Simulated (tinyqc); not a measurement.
Worked calculation: type-II superlattice in the two-band Kane model. Values are carried at full precision from step to step, so a last printed digit may differ when a step is redone from the rounded ones.

Motion along the axis, period d = a + b, c = hbar^2/2m0. Conduction and light-hole bands couple: (E - Ec)(E - Ev) = Ep c k^2 in each layer, with mass m(E) = (E - Ev)/Ep, which may be negative. The conduction envelope psi and psi'/m(E) are continuous; a layer carries them by [[cos kt, (m/k) sin kt], [-(k/m) sin kt, cos kt]] (cosh and sinh for k^2 < 0), and cos(q d) = tr(M_B M_A)/2. C1 is the first miniband above EvB, with its bottom at tr/2 = +1 and its top at -1; the gap is the bottom of C1 less the top heavy-hole level HH1.

Constants: hbar^2/2m0 = 3.80998211 eV angstrom^2; hc = 1239.841984 eV nm.

Parameters, chosen for this exercise (near those of an InAs/GaSb superlattice; the results hold for these values, not for the real material):
- a = 22 angstrom (layer A)
- b = 34 angstrom (layer B)
- EcA = 0 eV (conduction edge of A)
- EvA = -0.425 eV (valence edge of A)
- EcB = 0.968 eV (conduction edge of B)
- EvB = 0.161 eV (valence edge of B)
- EpA = 14.5 eV (coupling energy in A)
- EpB = 17.9 eV (coupling energy in B)
- E = 0.302 eV (trial energy)
- mhA = 0.35 m0 (heavy hole in A)
- mhB = 0.28 m0 (heavy hole in B)

## Wave numbers and masses at one energy

Give k^2 and m(E) in both layers.

Layers:
```
layer  k^2 (1/angstrom^2)  m(E) (m0)
A               0.0039742    0.05014
B              -0.0013769    0.00788
```

In B the decay constant is 0.0371 1/angstrom; across the gap of B it peaks at mid-gap, at 0.0489, and vanishes at both edges.

## Transfer matrices

Form M_A, M_B and half the trace of their product.

M_A (angstrom units):
```
         1        2
1  0.18285  0.78191
2  -1.2362  0.18285
```

M_B (angstrom units):
```
        1        2
1  1.9072  0.34475
2  7.6504   1.9072
```

tr/2 = 3.1266

E lies in a gap of the coupled bands.

## Edges and effective gap

Heavy holes are uncoupled: with e = EvB - E, p = sqrt(mhB e/c), w = sqrt(mhA (EvB - EvA - e)/c), the top level HH1 at q = 0 solves (p/mhB) tan(p b/2) = (w/mhA) tanh(w a/2).

C1 is the first miniband above EvB: bottom at tr/2 = +1, top at -1. The gap is its bottom less HH1; cut-off wavelength hc/gap.

bottom of C1 = 0.4545 eV
top of C1 = 0.5764 eV
HH1 = 0.0948 eV
gap = 0.3596 eV
cut-off = 3.45 micrometre

The bulk edges overlap by 161 meV; confinement lifts the electrons by 454 meV and lowers the holes by 66 meV, which opens the gap. It is 0.85 of the smaller bulk gap.

## Electron mass along the axis

m_z = -2 c f'/d^2 with f = tr/2 differentiated at the bottom of C1 (central difference of 1e-6 eV); compare the bulk edge mass (EcA - EvA)/EpA.

f' = -17.18 1/eV
m_z = 0.0417 m0
bulk edge mass of A = 0.0293 m0

## Checks

- Bottom of C1 from the two-band matrix on a staggered grid of 0.5 angstrom against the transfer matrix, eV: both 0.454.

Program tinyqc; command `OMP_NUM_THREADS=1 python tinyqc.py 1282493 1282494 out.jsonl`; about 0.05 s on one thread of a shared Intel(R) Xeon(R) Processor @ 2.30GHz.
